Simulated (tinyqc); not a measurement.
Field-effect mobility of a thin-film transistor with band-tail and deep states (multiple trapping): one step, computed by the program tinyqc.

A thick film in accumulation at small drain voltage. Only free electrons move; trapped ones still screen the gate. N_c and mu_0 are held fixed when T changes, leaving out the T^(3/2) growth of N_c. x = E_0 - psi is the distance of the Fermi level below the band edge.

Task: Free and trapped densities. F_j(eta) = int_0^infinity x^j/(1 + exp(x - eta)) dx, without a gamma-function factor. Integrals over x = E/(k_B T) use 160 Gauss-Legendre points in u = sqrt(x) from 0 to sqrt(max(eta, 0) + 32). Free n(x) = N_c (2/sqrt(pi)) F_1/2(-x/k_B T), with F_1/2 from its two-term series in exp(-x/k_B T) for x >= 12 k_B T; tail n_t(x) = int_0^1.2eV g_t exp(-E/E_t)/(1 + exp((x - E)/k_B T)) dE, E counted down from the edge, 120 Gauss-Legendre points; deep charge g_d psi; space charge rho(psi) = n + n_t + g_d psi less its value at psi = 0.

Inputs (values chosen for the exercise, modelled on an amorphous In-Ga-Zn oxide):
```
quantity                           value         unit
effective density of states N_c  4.8e+18       1/cm^3
tail density at the edge g_t     1.7e+19  1/(eV cm^3)
tail width E_t                        32          meV
temperature T                        200            K
```

Deep states: included.

Constants: k_B = 8.617333262e-05 eV/K.

Give: Local densities at x = 0.4, 0.3, 0.2, 0.15, 0.1, 0.05, 0 and -0.05 eV.

Result:

Local densities at x = 0.4, 0.3, 0.2, 0.15, 0.1, 0.05, 0 and -0.05 eV:
```
x (eV)  n (1/cm^3)  n_t (1/cm^3)  n/(n + n_t)
0.40    3.9965e+08    3.4555e+12   1.1564e-04
0.30    1.3230e+11    7.8631e+13   1.6798e-03
0.20    4.3799e+13    1.7842e+15   2.3960e-02
0.15    7.9686e+14    8.4343e+15   8.6323e-02
0.10    1.4484e+16    3.8825e+16   2.7170e-01
0.05    2.5884e+17    1.6005e+17   6.1791e-01
0.00    3.6727e+18    4.2194e+17   8.9695e-01
-0.05   2.0669e+19    5.3387e+17   9.7482e-01
```

E_t/k_B T = 1.86: deep in the tail n_t follows exp(-x/E_t), more slowly than n, so the free share grows as the Fermi level rises.
